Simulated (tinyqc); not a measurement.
Comparisons within one model: configuration-coordinate model of carrier capture at a defect. A value that a table varies takes the place of the one given here.

Two parabolas of equal curvature k in one coordinate Q: with the carrier free at the band edge, U_f = k Q^2/2; with the carrier trapped, U_t = k (Q - dQ)^2/2 - ET. ER = k dQ^2/2, Huang-Rhys factor S = ER/hw, hw = 0.0646541 sqrt(k/M) eV for k in eV/angstrom^2 and M in u. The curves cross at a height Eb = (ER - ET)^2/(4 ER) above the free minimum.

Multiphonon factor for giving p = ET/hw phonons to the lattice: W = exp(-S (2 nb + 1)) ((nb + 1)/nb)^(p/2) I_p(x), nb = 1/(exp(hw/kT) - 1), x = 2 S sqrt(nb (nb + 1)), I_p the modified Bessel function. Classical limit: W = hw exp(-Eb/kT)/sqrt(4 pi ER kT). At T = 0: exp(-S) S^p/Gamma(p + 1).

Constants: kB = 8.617333262e-05 eV/K.

Values chosen for the exercise (of the size met at a DX centre in AlGaAs; the results hold for these values, not for the real material):

| symbol | value | unit | meaning |
|---|---|---|---|
| ET | 0.1 | eV | thermal depth of the level below the band edge |
| ER | 0.71 | eV | relaxation energy |
| hw | 0.013 | eV | phonon energy of the mode |
| T | 400 | K | temperature |

## Capture against temperature

The local activation energy is -d ln W/d(1/kT), by central differences with T changed by 1 %.

Against T:

| T (K) | kT/hw | log10 W | log10 W, classical | activation energy (eV) |
|---|---|---|---|---|
| 40 | 0.265 | -12.948 | -17.638 | 0.0397 |
| 60 | 0.398 | -10.560 | -12.223 | 0.0754 |
| 80 | 0.530 | -8.778 | -9.534 | 0.0941 |
| 120 | 0.795 | -6.631 | -6.871 | 0.1095 |
| 160 | 1.061 | -5.453 | -5.558 | 0.1145 |
| 220 | 1.458 | -4.460 | -4.502 | 0.1163 |
| 300 | 1.989 | -3.751 | -3.769 | 0.1152 |
| 400 | 2.651 | -3.273 | -3.281 | 0.1121 |
| 550 | 3.646 | -2.897 | -2.900 | 0.1064 |

log10 W at T = 0 = -14.677
Eb = 0.1310 eV

At 40 K log10 W is -12.95, against -14.68 at T = 0 and -17.6 classically; at 550 K the two forms differ by 0.00. The activation energy read from an Arrhenius plot goes from 0.040 eV at 40 K to 0.106 at 550 K, with its largest value 0.116 at 220 K, against Eb = 0.131 eV; the classical form itself gives Eb - kT/2. A measured slope therefore understates the barrier.

## Capture against depth of the level

ET is varied at fixed ER, hw and T, as by moving the band edge with alloying or pressure.

Against ET:

| ET/ER | ET (eV) | Eb (eV) | log10 W | log10 W, classical |
|---|---|---|---|---|
| 0.10 | 0.071 | 0.1438 | -3.434 | -3.441 |
| 0.25 | 0.177 | 0.0998 | -2.881 | -2.888 |
| 0.50 | 0.355 | 0.0444 | -2.185 | -2.189 |
| 0.75 | 0.532 | 0.0111 | -1.769 | -1.770 |
| 1.00 | 0.710 | 0.0000 | -1.632 | -1.630 |
| 1.25 | 0.887 | 0.0111 | -1.772 | -1.770 |
| 1.50 | 1.065 | 0.0444 | -2.186 | -2.189 |
| 2.00 | 1.420 | 0.1775 | -3.823 | -3.866 |
| 3.00 | 2.130 | 0.7100 | -10.218 | -10.576 |

Capture is fastest at ET/ER = 1 among these rows, where the barrier vanishes or nearly so. The classical form is symmetric about ET = ER; the quantum one gives -2.18 at 0.5 and -2.19 at 1.5, against -2.19 for both. At ET = 3 ER it lies 0.4 decades above the classical value: deep levels capture by emitting many phonons, and the rate falls with depth by 9.0 decades per eV between the last two rows. Rows deeper than the gap of the host are formal.

## What each parameter does

Eb, log10 W and the full width 2.35482 sqrt(ER hw coth(hw/2kT)). Each row changes one parameter from the base and keeps the others.

Results:

| case | Eb (eV) | log10 W | full width (eV) |
|---|---|---|---|
| base | 0.1310 | -3.273 | 0.5240 |
| ET = 0.14 eV | 0.1144 | -3.064 | 0.5240 |
| ER = 0.76 eV | 0.1433 | -3.442 | 0.5422 |
| hw = 0.0156 eV | 0.1310 | -3.190 | 0.5254 |
| T = 430 K | 0.1310 | -3.175 | 0.5429 |

The largest shifts from the base row, up to three for each result and ties (the steps differ in size, so this ranks the rows, not the parameters). Eb (eV): ET -0.0166, ER +0.0123; unchanged at the printed digits by hw and T. log10 W: ET +0.209, ER -0.169, T +0.098. full width (eV): T +0.0189, ER +0.0181, hw +0.0013; unchanged at the printed digits by ET.

Computed by tinyqc, a small Python program: `OMP_NUM_THREADS=1 python tinyqc.py 1451284 1451285 out.jsonl` (the numbers bound the seed that draws the inputs); one thread of a shared host (Intel(R) Xeon(R) Processor @ 2.30GHz), about 0.01 s for the whole set of steps.
